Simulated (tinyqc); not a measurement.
Raman shift of the zone-centre optical phonon of a diamond-structure crystal under stress: one step, computed by the program tinyqc. Command: `OMP_NUM_THREADS=1 python tinyqc.py 3006169 3006170 out.jsonl ramanstress walk`. One thread of a shared host (Intel(R) Xeon(R) Processor @ 2.30GHz), about 0.01 s of CPU time with the checks.

Axes x, y, z are the cube axes. Strain shifts the threefold optical mode and can split it; p, q and r are the phonon deformation potentials.

Problem. The line seen from a (001) surface. Backscattering from a (001) surface: incident polarisation (cos phi, sin phi, 0). With Raman tensors (R_z)_xy = (R_z)_yx = 1 and cyclic, only the z component u_z of a mode counts: I = u_z^2 sin^2(2 phi) for parallel and u_z^2 cos^2(2 phi) for crossed polarisers. An unresolved line sits at the intensity-weighted shift, which is M_zz/(2 omega_0).

Inputs (values chosen for the exercise, for a model crystal): stress sigma (tension positive) = 0.34 GPa; polarisation angle phi = 60 degree.

Stress state: hydrostatic. Axis: none.

M/(2 omega_0) (1/cm), rows x, y, z:
$$\begin{pmatrix}
-0.8786642 & 0.0000000 & 0.0000000 \\
0.0000000 & -0.8786642 & 0.0000000 \\
0.0000000 & 0.0000000 & -0.8786642
\end{pmatrix}$$

Give: total intensity, parallel; total intensity, crossed; shift of the observed line; shift per stress; stress per shift.

Solution.

total intensity, parallel = 0.75

total intensity, crossed = 0.25

shift of the observed line = -0.87866 1/cm

shift per stress = -2.5843 1/(cm GPa)

stress per shift = -386.95 MPa cm

The z-polarised mode is an eigenmode here, so one line is seen. Caution: this stress has components normal to the (001) face, so it cannot reach a free (001) surface; it can act on buried material.
